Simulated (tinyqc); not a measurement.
On-chip interconnect, size-dependent resistivity and RC delay: two steps of the calculation.

A rectangular line between two neighbours and two ground planes. Surface and grain-boundary scattering are added to the bulk resistivity as corrections; capacitances are parallel-plate values without fringing; inductance is ignored.

Values chosen for this exercise; metal values close to those of aluminium: bulk resistivity rho0 = 2.64 uohm cm; bulk mean free path lam = 18.4 nm; specular share of surface scattering ps = 0.4; reflection coefficient of grain boundaries Rg = 0.55; grain size over the metal width gr = 2; drawn line width wd = 73 nm; aspect ratio, height over width AR = 2.5; liner on both walls and the bottom, not conducting tl = 1.2 nm; space to the neighbouring lines sp = 88 nm; dielectric height to the planes above and below hd = 150 nm; relative permittivity of the dielectric ek = 3; Miller factor of the neighbours Mf = 1; line length Lw = 200 um; driver resistance Rd = 700 ohm; load capacitance Cl = 4 fF.

Constants: eps0 = 8.8541878128e-12 F/m. Results are converted to the units shown.

Problem 1. Resistivity, resistance and capacitance per length. Metal width x = wd - 2 tl, height y = AR wd - tl; grain boundaries (Mayadas-Shatzkes): al = (lam/(gr x)) Rg/(1 - Rg), g = 1/[1 - 3 al/2 + 3 al^2 - 3 al^3 ln(1 + 1/al)] - 1; surfaces (Fuchs-Sondheimer, thick limit): s = (3/8) lam (1 - ps)(1/x + 1/y); rho = rho0 (1 + g + s); r = rho/(x y); c = eps0 ek (2 wd/hd + 2 Mf AR wd/sp).

Give: x; y; al; g; s; rho; r; c.

Solution 1.

x = 70.600 nm
y = 181.30 nm
al = 0.15927
g = 0.22980
s = 0.081475
rho = 3.4618 uohm cm
r = 2.7046 ohm/um
c = 0.13603 fF/um

Problem 2. Ladder and Elmore delays. 6 equal pi sections: series Rs = r Lw/6; node capacitances c Lw/6, halved at nodes 0 and 6, with Cl added to node 6; Rd feeds node 0. Elmore delay of node k: the sum, over the resistors on the path to k, of resistance times all capacitance downstream of it.

r = 2.7045611 ohm/um
c = 0.13602850 fF/um

Wanted: Rs; C; Elmore delay.

Solution 2.

Rs = 90.152 ohm

```
node  C (fF)  Elmore delay (ps)
0     2.2671             21.844
1     4.5343             24.453
2     4.5343             26.653
3     4.5343             28.444
4     4.5343             29.827
5     4.5343             30.801
6     6.2671             31.366
```

The far-end value equals Rd (c Lw + Cl) + r Lw (c Lw/2 + Cl) for any number of pi sections; the line resistance contributes 30.4 % of it.

Computed by the program tinyqc: `OMP_NUM_THREADS=1 python tinyqc.py 2100094 2100095 out.jsonl`, one thread of a shared Intel Xeon 2.30GHz, about 0.01 s for the whole run.
